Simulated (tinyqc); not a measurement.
What each parameter does: parabolic quantum dot in a magnetic field (Fock-Darwin).

Two dimensions, V = m w0^2 r^2/2, one valley. hbar wc = 2 muB B/m, W = sqrt(w0^2 + wc^2/4), E(n, l, s) = (2n + |l| + 1) hbar W - l hbar wc/2 + s gs muB B, n = 0, 1, ..., l = 0, +/-1, ..., s = +/-1/2; length lam = sqrt(2c/(m hbar W)), c = hbar^2/2m0.

Exact treatment: the centre of mass separates with energy W, and the relative motion obeys [-(2c/m) Laplacian + (2c/m) r^2/(2 lam^2)^2 + q/(eps r)] psi = e_l psi for angular number l, solved in 14 Gaussians r^l exp(-a r^2), a = 1.7^i/(4 lam^2), i = -3 to 10. E(S) = W + e_0, E(T) = W + e_1 - wc/2 - Ez.

Constants: muB = 5.788381798e-05 eV/T; hbar^2/2m0 = 3.80998211 eV angstrom^2; e^2/(4 pi eps0) = 14.39964547 eV angstrom.

Values chosen for the exercise (near those of a gate-defined dot in GaAs; the results hold for these values, not for the real material): m = 0.0686 m0 (mass); gs = -0.47 (g factor); w0 = 4.8 meV (confinement energy hbar w0); B = 3.45 T (magnetic field); eps = 12.7 (dielectric constant).

The two modes W +/- wc/2, lam and the exact E(T) - E(S), with q = e^2/(4 pi eps0) and Ez = |gs| muB B. Each row changes one parameter from the base and keeps the others.

Results:

| case | upper mode (meV) | lower mode (meV) | lam (angstrom) | E(T) - E(S) (meV) |
|---|---|---|---|---|
| base | 8.525 | 2.703 | 140.7 | -0.17 |
| B = 2.07 T | 6.855 | 3.361 | 147.5 | 0.71 |
| w0 = 3.84 meV | 7.730 | 1.908 | 151.8 | -0.67 |
| m = 0.0789 m0 | 7.957 | 2.895 | 133.4 | -0.01 |
| gs = -0.7 | 8.525 | 2.703 | 140.7 | -0.22 |
| eps = 10.8 | 8.525 | 2.703 | 140.7 | -0.40 |

The largest shifts from the base row, up to three for each result and ties (the steps differ in size, so this ranks the rows, not the parameters). upper mode (meV): B -1.670, w0 -0.795, m -0.567; unchanged at the printed digits by gs and eps. lower mode (meV): w0 -0.795, B +0.659, m +0.193; unchanged at the printed digits by gs and eps. lam (angstrom): w0 +11.2, m -7.3, B +6.8; unchanged at the printed digits by gs and eps. E(T) - E(S) (meV): B +0.89, w0 -0.49, eps -0.23.

(tinyqc, `OMP_NUM_THREADS=1 python tinyqc.py 1252703 1252704 out.jsonl`, Intel(R) Xeon(R) Processor @ 2.30GHz, 1 thread, shared host, about 0.1 s.)
